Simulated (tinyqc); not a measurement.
Quasiparticle equation with a plasmon-pole self-energy for two band edges, step by step. Values are carried at full precision from step to step, so a last printed digit may differ when a step is redone from the rounded ones.

For each edge E = e + X + Sc(E), with the correlation part Sc(E) = A[0]/(E - a + w) + A[1]/(E - b - w); a and b are the valence and conduction energies that enter the Green function (a = ev, b = ec in the one-shot scheme). Z = 1/(1 - dSc/dE), dSc/dE = -A[0]/(E - a + w)^2 - A[1]/(E - b - w)^2.

Values chosen for the exercise (scales of the order of those of Si; shifted at random, so the results belong to these values and not to a real crystal): ev = 0 eV (mean-field valence top); ec = 0.6 eV (mean-field conduction edge); w = 14.6 eV (pole energy); Av = (39.7, 18) eV^2 (weights of the valence state on the hole and electron poles); Ac = (18, 40.3) eV^2 (the same for the conduction state); Xv = -1.83 eV (exchange minus the mean-field potential, valence); Xc = 1.91 eV (the same, conduction).

## Linearised one-shot correction

Evaluate Sc and its slope at the mean-field energy; E = e + Z (X + Sc).

Terms:
```
edge        Sc (eV)   dSc/dE       Z  X + Sc (eV)   E (eV)
valence      1.5350  -0.2642  0.7910      -0.2950  -0.2334
conduction  -1.5761  -0.2670  0.7893       0.3339   0.8636
```

gap = 1.0970 eV
gap with Z = 1 = 1.2290 eV

The gap opens by 0.497 eV, 47 % of it by lowering the valence top. Setting Z = 1 would overshoot by 0.132 eV. X and Sc have opposite signs and are each larger than the sum they leave, so both must be converged well.

## Solving the equation for the conduction edge

Newton steps on f(E) = E - ec - Xc - Sc(E) from E = ec; the first step is the linearised result.

Iterates:
```
step   E (eV)   Sc (eV)     f (eV)
0     0.60000  -1.57606  -0.333937
1     0.86357  -1.64699   0.000566
2     0.86313  -1.64687   0.000000
3     0.86313  -1.64687   0.000000
```

The linearisation errs by +0.4 meV, as the shift is only 0.018 of the pole energy.

## All solutions for the valence state

Multiplying out gives a cubic; give its three roots and their weights Z.

roots (eV): -17.267  -0.233  16.271

weights: 0.1516  0.7887  0.0597

The weights add up to 1. The satellite below lies 17.03 eV from the main peak, 17 % more than w: this scheme places plasmon satellites too far out, and gives one where a cumulant form gives a series.

## Updating the energies in the Green function

Solve both equations exactly, put the results in place of a and b, and repeat five times; w is kept.

Cycles (eV):
```
cycle       Ev      Ec     gap
1      -0.2330  0.8631  1.0962
2      -0.2525  0.8896  1.1421
3      -0.2539  0.8924  1.1463
4      -0.2539  0.8928  1.1467
5      -0.2539  0.8928  1.1467
```

The update moves the gap by +51 meV from the one-shot value; each cycle shrinks the change to about 0.09 of the one before.

## Checks

- Sum of the weights of the three roots: both 1.000000.
- Newton result against the root by bisection (eV): both 0.86313.

Run: tinyqc, `OMP_NUM_THREADS=1 python tinyqc.py 1850560 1850561 out.jsonl`; Intel(R) Xeon(R) Processor @ 2.30GHz, one thread, shared host; about 0.02 s of CPU time with all checks.
